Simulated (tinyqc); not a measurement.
Inside a calculation. Model: heat flow across a film from the phonon Boltzmann equation in the relaxation-time approximation. Computed by tinyqc, a small Python program that keeps every step. Command: `OMP_NUM_THREADS=1 python tinyqc.py 3029584 3029585 out.jsonl slabbte walk`. One thread of a shared host (Intel(R) Xeon(R) Processor @ 2.30GHz), about 0.01 s of CPU time with the checks. Intermediate numbers are printed to about 6 digits and carried at full precision; extremes and crossings named in words are read from the listed rows.

Two black walls, hot at x = 0 and cold at x = L, emit phonons isotropically. For one free path Lambda, with tau = x/Lambda, tau_L = L/Lambda and phi = (T - T_cold)/Delta T, energy balance gives phi(tau) = (1/2) [E2(tau) + int_0^tau_L phi(s) E1(|tau - s|) ds]; E_n are the exponential integrals. The flux over the ballistic flux C v Delta T/4 is psi = 1 - 2 int_0^tau_L phi(s) E2(s) ds, and kappa_eff/kappa = (3/4) tau_L psi. kappa = C v Lambda/3 is an input, so at fixed kappa a longer free path means a smaller C v.

Inputs (values chosen for the exercise, modelled on gallium arsenide):
```
quantity                             value     unit
bulk conductivity kappa               44.2  W/(m K)
film thickness L                       870       nm
wall temperature difference Delta T    8.8        K
free path Lambda_1                      66       nm
cells n in the small system              5        -
```

Free-path groups: one.

## The small linear system for Lambda_1

Cut the film into n equal cells with constant phi, collocated at the centres c_i: the kernel integrates to A_ij = |E2(|c_i - e_j|) - E2(|c_i - e_(j+1)|)|/2 for cell edges e_j, and A_ii = 1 - E2(half a cell); solve (1 - A) phi = E2(c)/2; psi = 1 - 2 sum_j phi_j [E3(e_j) - E3(e_(j+1))].

optical thickness tau_L = 13.1818

1 - A, lower triangle (symmetric):
```
            1           2           3           4          5
1   0.0940171
2  -0.0453211   0.0940171
3  -0.0016056  -0.0453211   0.0940171
4  -0.0000773  -0.0016056  -0.0453211   0.0940171
5  -0.0000042  -0.0000773  -0.0016056  -0.0453211  0.0940171
```

right-hand side E2(c)/2: 0.0470085  0.00168742  8.17873e-05  4.44040e-06  2.56353e-07

flux weights E3(e_j) - E3(e_(j+1)): 0.486186  0.0131696  6.10090e-04  3.24736e-05  1.85385e-06

## Temperature profile and flux in the small system

In short, (1 - A) phi = b and psi = 1 - 2 sum_j w_j phi_j, with b the right-hand side and w_j the flux weights; the cells divide 0 to tau_L.

phi at the cell centres: 0.829168  0.664546  0.500000  0.335454  0.170832

psi, small system = 0.175604

## Fine solution for Lambda_1

Use 150 and 300 cells and extrapolate psi = (4 psi(300) - psi(150))/3. The jump at the hot wall is 1 - phi there (linear extrapolation from the first two of 300 cells). Two-flux (diffusion with slip) formula: psi = 1/(1 + 3 tau_L/4).

psi for Lambda_1 = 0.0913132

kappa_eff/kappa for Lambda_1 = 0.902756

jump at the wall / Delta T for Lambda_1 = 0.0402093

psi, two-flux formula = 0.0918580

The small system misses psi by +92.31 %, since its cells are thicker than a free path, and the two-flux formula by +0.6 %. Transport is nearly diffusive: the jumps are small.

## Conductivity, flux and boundary resistance of the film

Each group is solved on its own with 150 and 300 cells, psi = (4 psi(300) - psi(150))/3, and weighted by its share of kappa. Flux J = kappa_eff Delta T/L; apparent boundary resistance per wall (L/kappa_eff - L/kappa)/2.

kappa_eff = 39.9018 W/(m K)

kappa_eff/kappa = 0.902756

flux J = 0.403604 GW/m^2

apparent resistance per wall = 1.06013 m^2 K/GW

## Exact and approximate size effects

Two-flux: kappa_eff/kappa = sum f_i/(1 + 4 Lambda_i/(3 L)). Matthiessen with the thickness: sum f_i/(1 + Lambda_i/L). Ballistic limit: sum f_i 3 L/(4 Lambda_i).

Kappa_eff/kappa:
```
L (nm)  Boltzmann   two-flux  Matthiessen  ballistic limit
2       0.0220840  0.0222222    0.0294118        0.0227273
6.6     0.0686777  0.0697674    0.0909091            0.075
16       0.149904   0.153846     0.195122         0.181818
40       0.302365     0.3125     0.377358         0.454545
99       0.514486   0.529412          0.6            1.125
260      0.734954   0.747126     0.797546          2.95455
660      0.875620   0.882353     0.909091              7.5
1600     0.944862   0.947867     0.960384          18.1818
```

The two-flux formula lies above the Boltzmann result by at most about 3.4 % (at L = 40 nm); the Matthiessen form is high by up to 33 %, since it misses the factor 3/4 of the ballistic limit. The thinnest film reaches 97 % of that limit, and the thickest, 25 Lambda_1, only 94 % of the bulk value. Rows below about 10 nm are near the phonon wavelength, where a particle picture fails.

Checks made by the program: symmetry phi(tau) + phi(tau_L - tau) = 1 (relative difference below 1e-10); thick-film limit psi = 1/(3 tau_L/4 + 1.0657) at tau_L = 20 (relative difference 2e-04).
